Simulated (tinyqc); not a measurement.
Current of a Schottky diode by thermionic-emission-diffusion theory, and its read-back from I-V-T and C-V data. Changing the standard deviation sigma. Computed by tinyqc, a small Python program. Command: `OMP_NUM_THREADS=1 python tinyqc.py 3030234 3030235 out.jsonl schottky sweep`. One thread of a shared host (Intel(R) Xeon(R) Processor @ 2.30GHz), about 0.01 s of CPU time with the checks.

Full ionisation, no tunnelling, no recombination current. V is the voltage across the junction itself, forward positive.

Inputs (values chosen for the exercise, modelled on n-type amorphous oxide):
```
quantity                                     value          unit
Richardson constant A*                        41.3  A/(cm^2 K^2)
effective density of states at 300 K, N_c  5.2e+18        1/cm^3
permittivity eps                                10             -
mobility mu                                    8.9    cm^2/(V s)
barrier without image force phi_0 (mean)     0.776            eV
doping N                                   2.2e+17        1/cm^3
junction voltage V                            0.26             V
temperature T                                  200             K
relative change of sigma^2 with bias, rho     0.27           1/V
```

Barrier: Gaussian spread of heights.

Constants: k_B = 8.617333262e-05 eV/K; e = 1.602176634e-19 C; eps_0 = 8.8541878128e-12 F/m.

Method:
- N_c(T) = N_c (T/300 K)^(3/2); V_bi = phi_0 - (k_B T/e) ln(N_c(T)/N); surface field F = sqrt(2 e N (V_bi - V - k_B T/e)/(eps eps_0)); image lowering d_phi = sqrt(e F/(4 pi eps eps_0)); effective barrier phi = phi_0 - d_phi - sigma^2 (1 - rho V)/(2 k_B T).
- Collection velocity v_R = A* T^2/(e N_c(T)); diffusion velocity v_D = mu F; J = e N_c(T) v_R/(1 + v_R/v_D) exp(-phi/k_B T) [exp(e V/k_B T) - 1].
- Ideality n = (e/k_B T)/(d ln J/dV) by a central difference of +/- 1 mV; J_0 = J exp(-e V/(n k_B T)); apparent barrier phi_IV = k_B T ln(A* T^2/J_0); a C-V plot gives phi_CV = phi_0, the mean without lowering.
- A least-squares line of ln(J_0/T^2) against 1/(k_B T) gives a barrier (minus the slope) and a Richardson constant (exp of the intercept).

One run for each value; columns: (1) standard deviation sigma (meV); (2) apparent barrier phi_IV (eV); (3) ideality factor n; (4) phi_CV - phi_IV (meV); (5) Richardson constant from the plot (A/(cm^2 K^2)):
```
(1)      (2)     (3)     (4)         (5)
10   0.72969  1.0444   46.31  7.8791e+00
25   0.71446  1.0489   61.54  5.1493e+00
40   0.68617  1.0574   89.83  2.3371e+00
55   0.64483  1.0700  131.17  7.3664e-01
70   0.59044  1.0871  185.56  1.6125e-01
85   0.52298  1.1090  253.02  2.4513e-02
100  0.44248  1.1364  333.52  2.5879e-03
115  0.34892  1.1700  427.08  1.8974e-04
130  0.24230  1.2108  533.70  9.6614e-06
```

Over the rows, apparent barrier phi_IV (eV) falls from 0.730 to 0.242 (exponent d ln y / d ln x -0.023 between the first rows and -3.0 between the last); ideality factor n rises from 1.04 to 1.21 (exponent d ln y / d ln x 0.0047 between the first rows and 0.28 between the last); phi_CV - phi_IV (meV) rises from 46.3 to 534 (exponent d ln y / d ln x 0.31 between the first rows and 1.8 between the last). The gap between C-V and I-V barriers grows as sigma^2/(2 k_B T), since capacitance averages the barrier while current seeks its low parts.

Extremes, crossings and ranges named in words are read from the listed rows.
